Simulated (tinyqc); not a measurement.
What moves the results: Landau levels of a parabolic two-dimensional band. A value that a table varies takes the place of the one given here.

E(N, s) = (N + 1/2) hbar wc + s gs muB B with s = +/-1/2, each split by +/- Dv/2 into two valley states.

In a field B along z: l = 1/sqrt((e/hbar) B) is the magnetic length, n_B = B/(h/e) the number of states per area in one level, hbar wc = 2 muB B/m for mass m in m0; 1/angstrom^2 = 1e16/cm^2.

Each listed level takes n_B electrons. At zero temperature and without broadening EF sits in the partly filled level.

Constants: hbar^2/2m0 = 3.80998211 eV angstrom^2; e/hbar = 1.519267448e-05 1/(T angstrom^2); h/e = 413566.7697 T angstrom^2; muB = 5.788381798e-05 eV/T.

Inputs chosen for the exercise (near those of a two-dimensional electron gas in Si; shifted at random, so the results belong to these values and not to a real crystal):
```
symbol  value                                                   unit         meaning
m       0.1967                                                  m0           mass
gs      1.86                                                                 g factor
Dv      0.25                                                    meV          valley splitting
gv      2                                                                    valleys
Bs      (1, 2, 3, 5, 7, 10, 14)                                 T            fields
n       10                                                      x 1e11/cm^2  electron sheet density
Bo      (7.26, 8.13, 9.24, 10.7, 12.7, 15.7, 20.4, 29.3, 51.7)  T            fields
tilt    (0, 30, 50, 60, 68, 74, 80)                             degrees      tilt angles
Bp      8.8                                                     T            perpendicular component, kept fixed
B       8.8                                                     T            magnetic field
```

## The fan of levels

The four lowest levels against B, with their labels in order.

Levels (meV):
```
B (T)  first  second  third  fourth            order
1.00    0.12    0.22   0.37    0.47  0-a 0+a 0-b 0+b
2.00    0.36    0.57   0.61    0.82  0-a 0+a 0-b 0+b
3.00    0.60    0.85   0.92    1.17  0-a 0-b 0+a 0+b
5.00    1.08    1.33   1.62    1.87  0-a 0-b 0+a 0+b
7.00    1.56    1.81   2.31    2.56  0-a 0-b 0+a 0+b
10.0    2.28    2.53   3.36    3.61  0-a 0-b 0+a 0+b
14.0    3.24    3.49   4.75    5.00  0-a 0-b 0+a 0+b
```

The fourth level grows as B^0.80 over the first two rows and B^0.97 over the last two (1 for a parabolic band without a fixed offset such as a valley splitting, 1/2 for massless Dirac electrons). The order of the levels changes between 2 and 3 T; where the fourth level changes its label, the powers above mix two states. The Zeeman gap is |gs| m/2 = 0.183 of hbar wc at every field. It equals the valley splitting at 2.3 T.

## Oscillation of the Fermi level

Fixed density, zero temperature, no broadening. At B = 0, EF = 2 pi c n/(m gv) with c = hbar^2/2m0.

Filling:
```
B (T)    nu  partly filled level  EF (meV)  filled share
7.26   5.70                  1-b      6.14          0.70
8.13   5.09                  1-b      6.86          0.09
9.24   4.48                  1-a      7.53          0.48
10.7   3.87                  0+b      3.85          0.87
12.7   3.26                  0+b      4.55          0.26
15.7   2.63                  0+a      5.34          0.63
20.4   2.03                  0+a      6.98          0.03
29.3   1.41                  0-b      7.17          0.41
51.7   0.80                  0-a     12.31          0.80
```

EF at B = 0 = 6.09 meV

EF runs between 3.8 and 12.3 meV around its zero-field value of 6.1 meV. It follows a level while that level empties and falls to the next one down when nu passes a filled shell; the partly filled level changes 5 times in this table.

## Tilting the field

The cyclotron gap follows Bp, the Zeeman gap the total field Bp/cos(theta): i = |gs| muB B/(hbar wc) = |gs| m/(2 cos theta). With f the fractional part of i the gaps alternate between f and 1 - f of hbar wc. The layer is taken as strictly two-dimensional and valley splitting is left out.

Gaps:
```
theta (degrees)  B total (T)      i  f hbar wc (meV)  (1 - f) hbar wc (meV)
0                       8.80  0.183            0.947                  4.232
30                     10.16  0.211            1.094                  4.085
50                     13.69  0.285            1.474                  3.705
60                     17.60  0.366            1.895                  3.284
68                     23.49  0.488            2.529                  2.650
74                     31.93  0.664            3.437                  1.742
80                     50.68  1.053            0.277                  4.902
```

i = 1/2 (equal gaps) falls at theta = 68.5 degrees. i = 1 (levels of opposite spin coincide) falls at theta = 79.5 degrees. Over the table i grows from 0.183 to 1.053.

## What each parameter does

The second and third levels from below, nu = n/n_B, and EF. Each row changes one parameter from the base and keeps the others.

Results:
```
case                 second level (meV)  third level (meV)    nu  EF (meV)
base                               2.24               2.94  4.70      7.17
B = 10.6 T                         2.67               3.56  3.90      3.81
m = 0.236 m0                       1.81               2.51  4.70      5.88
gs = 1.58                          2.31               2.87  4.70      7.24
Dv = 0.212 meV                     2.22               2.96  4.70      7.19
n = 8.5 x 1e11/cm^2                2.24               2.94  3.99      3.19
```

The largest shifts from the base row, up to three for each result and ties (the steps differ in size, so this ranks the rows, not the parameters). second level (meV): B +0.43, m -0.43, gs +0.07; unchanged at the printed digits by n. third level (meV): B +0.63, m -0.43, gs -0.07; unchanged at the printed digits by n. nu: B -0.80, n -0.70; unchanged at the printed digits by m, gs and Dv. EF (meV): n -3.98, B -3.36, m -1.29.

(tinyqc, `OMP_NUM_THREADS=1 python tinyqc.py 1252124 1252125 out.jsonl`, Intel(R) Xeon(R) Processor @ 2.30GHz, 1 thread, shared host, about 0.01 s.)
